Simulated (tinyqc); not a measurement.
Which roughness does what: X-ray reflectivity of a thin film on silicon: critical angles, Parratt recursion, fringes and roughness. Computed by tinyqc, a small Python program. Command: `OMP_NUM_THREADS=1 python tinyqc.py 3120182 3120183 out.jsonl xrr walk`. One thread of a shared host (Intel(R) Xeon(R) Processor @ 2.30GHz), about 0.01 s of CPU time with the checks.

n = 1 - delta + i beta; the classical electron radius is r_e = 2.8179403e-6 nm. Layer 0 is vacuum, 1 the film, 2 the substrate.

Inputs (values chosen for the exercise, modelled on HfO2 on silicon, copper K-alpha radiation):
```
quantity                                        value     unit
wavelength lambda                             0.15406       nm
film density rho                                 9.89   g/cm^3
effective electrons per unit mass, film         0.419    mol/g
beta/delta, film                                0.073        -
film thickness d                                 7.28       nm
roughness of the surface sigma_1                 0.74       nm
roughness of the interface sigma_2                0.1       nm
substrate density                                2.33   g/cm^3
effective electrons per unit mass, substrate    0.507    mol/g
beta/delta, substrate                           0.023        -
grazing angle theta                              2.33  degrees
```

Constants: N_A = 6.02214076e+23 1/mol.

Method:
- delta = r_e lambda^2 rho_e/(2 pi), rho_e = density x electrons per mass x N_A; critical angle sqrt(2 delta), q_c = 4 sqrt(pi r_e rho_e).
- k_j = (2 pi/lambda) sqrt(sin^2 theta - 2 delta_j + 2 i beta_j); r_ij = (k_i - k_j)/(k_i + k_j) x exp(-2 k_i k_j sigma^2) (Nevot-Croce); r = (r_01 + r_12 p)/(1 + r_01 r_12 p), p = exp(2 i k_1 d); R = |r|^2.
- Far above the critical angle the period is d theta = lambda/(2 d), or 2 pi/d in q; the envelope runs between (|r_01| - |r_12 p|)^2 and (|r_01| + |r_12 p|)^2; contrast = 2 a b/(a^2 + b^2) with a = |r_01|, b = |r_12 p|; roughness factors on the amplitudes are about exp(-q^2 sigma^2/2).
- R is averaged over one period above each angle (64 points); contrast = (max - min)/(max + min) of R theta^4 over that period. Cases: smooth; only sigma_1; only sigma_2; both.

period in theta = 0.606249 degrees

Constants:
```
layer      rho_e (1/nm^3)        delta         beta  critical angle (degrees)  q_c (1/nm)
film              2495.52  2.65640e-05  1.93917e-06                  0.417623    0.594540
substrate          711.40  7.57263e-06  1.74170e-07                  0.222977    0.317437
```

Mean R and contrast:
```
theta (degrees)   R smooth  contrast  R, sigma_1  contrast, sigma_1  R, sigma_2  contrast, sigma_2     R, both  contrast, both
0.8              0.0033251   0.93838  1.9773e-03         9.2394e-01   0.0033067            0.93379  1.9587e-03         0.92904
1.2              0.0005423   0.93210  2.0407e-04         8.5188e-01   0.0005352            0.92619  1.9646e-04         0.85806
1.8              0.0001397   0.93668  4.9405e-05         3.4127e-01   0.0001360            0.92433  4.5321e-05         0.34396
2.5              0.0000503   0.93995  1.6337e-05         6.5981e-02   0.0000480            0.90843  1.4034e-05         0.05870
3.5              0.0000130   0.94052  4.7288e-06         1.6243e-03   0.0000119            0.89006  3.5556e-06         0.04527
```

At 2.5 degrees sigma_1 alone multiplies the mean R by 0.32 and sigma_2 alone by 0.95; the contrast goes from 0.94 (smooth) to 0.07 and 0.91.
